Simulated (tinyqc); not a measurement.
## Polarisation charge from two barrier thicknesses

Problem. VT = phiB - dEc - q sigma d/(eps0 eps_r). Find sigma, phiB - dEc and the thickness at which VT = 0.

Values chosen for this exercise: relative permittivity of barrier and channel eps_r = 9.

Constants: q = 1.602176634e-19 C, eps0 = 8.8541878128e-14 F/cm where lengths are in cm. Results are converted to the units shown.

VT for d = 18 and 24 nm (V): [-2.8128093, -4.0285124]

Solution. VT is linear in d.

sigma = 1.008e13 cm^-2
phiB - dEc = 0.8343 V
thickness for VT = 0 = 4.118 nm

Program tinyqc, `OMP_NUM_THREADS=1 python tinyqc.py 2570148 2570149 out.jsonl`; Intel Xeon 2.30GHz, shared host, one thread, about 0.02 s.
